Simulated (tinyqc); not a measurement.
Inside a calculation. Method: Hubbard chain of 3 sites. One step of it, computed by the program tinyqc.

Problem. Mean-field iteration 3. H(up) = T + U n(down), H(down) = T + U n(up); fill the lowest levels; n(new) = n + mixing (n(out) - n); E = tr T (rho up + rho down) + U sum n_up n_down of the output.

one-body matrix (hopping and site energies) (eV), order 1, 2, 3:
```
[[0.000000, -0.550000, 0.000000],
 [-0.550000, 0.000000, -0.550000],
 [0.000000, -0.550000, 0.000000]]
```

U = 11.000000 eV

electrons, up and down: [1, 1]

mixing = 0.500000

n(up) after iteration 2: [0.436899, 0.138451, 0.436899]

n(down) after iteration 2: [0.133751, 0.719749, 0.133751]

Give: levels, up; levels, down; energy; n(up) after iteration 3; n(down) after iteration 3.

Solution.

levels, up (eV): [1.3787, 1.4713, 8.0098]

levels, down (eV): [1.3480, 4.8059, 4.9809]

energy = -0.1083 eV

n(up) after iteration 3: [0.4650, 0.0762, 0.4650]

n(down) after iteration 3: [0.0789, 0.8358, 0.0789]
